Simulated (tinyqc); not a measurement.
Thermal RC ladder, step response: one step of the calculation.

A ladder of 2 nodes: R_i joins node i to node i + 1, the last R to the ambient; C_i is the heat capacity of node i; theta is the rise above ambient, zero at t = 0. d theta/dt = -A theta + b with b = (Pw/C_1, 0, ...), times in ms.

Problem. The rate matrix. A = C^(-1) K, K_ii = 1/R_(i-1) + 1/R_i (no first term for node 1), K_(i,i+1) = K_(i+1,i) = -1/R_i.

Parameters, values chosen for the exercise:
```
symbol,value,unit,meaning
R,"[0.1, 1.2]",K/W,"resistances, junction to ambient"
C,"[0.39, 2.4]",mJ/K,heat capacities of the nodes
```

Find: A.

Solution.

A (1/ms):
```
        node 1  node 2
node 1   25.64  -25.64
node 2   -4.17    4.51
```

Computed by the program tinyqc: `OMP_NUM_THREADS=1 python tinyqc.py 2520123 2520124 out.jsonl`, one thread of a shared Intel Xeon 2.30GHz, about 0.01 s for the whole run.
